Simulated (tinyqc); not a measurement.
Orbital energy against energy difference: ionisation energy by orbital energies and by energy differences in the 6-31g basis, for BeH2, spin multiplicity 1. Computed by the program tinyqc with PySCF. Command: `OMP_NUM_THREADS=1 python tinyqc.py 113885 113886 out.jsonl`; one thread of a shared host (Intel(R) Xeon(R) Processor @ 2.60GHz), about 8 s.

Geometry (angstrom):

| atom | x | y | z |
|---|---|---|---|
| Be | 0.0000 | 0.0000 | 0.0000 |
| H | 0.0000 | 1.3040 | 0.0000 |
| H | 0.0000 | -1.3040 | 0.0000 |

CCSD(T) difference in the same basis = 11.6957 eV

IP-EOM-CCSD = 11.7331 eV

The cation is unrestricted; errors are against CCSD(T) in this basis, not against experiment.

First vertical ionisation energy (eV):

| method | -e(HOMO) | E(cation) - E | error of -e(HOMO) | error of the difference |
|---|---|---|---|---|
| HF | 12.2713 | 11.492868 | 0.5757 | -0.2028 |
| LDA | 7.4401 | 11.755280 | -4.2556 | 0.0596 |
| PBE | 7.4656 | 11.777696 | -4.2301 | 0.0820 |
| B3LYP | 8.6629 | 12.029409 | -3.0328 | 0.3337 |
| PBE0 | 8.8536 | 11.963549 | -2.8421 | 0.2679 |
| CAM-B3LYP | 10.3509 | 12.124269 | -1.3448 | 0.4286 |
| LC-wPBE | 11.8320 | 12.281307 | 0.1363 | 0.5856 |

Koopmans errs by +0.58 eV and Delta-HF by -0.20 eV: relaxation, 0.78 eV, lowers the value and the missing correlation difference works against it. The PBE level is off by -4.2 eV through the wrong tail of its potential, though its energy difference is off by +0.08 eV; exact exchange deepens the level, and among the orbital energies LC-wPBE comes closest; among the differences LDA does.
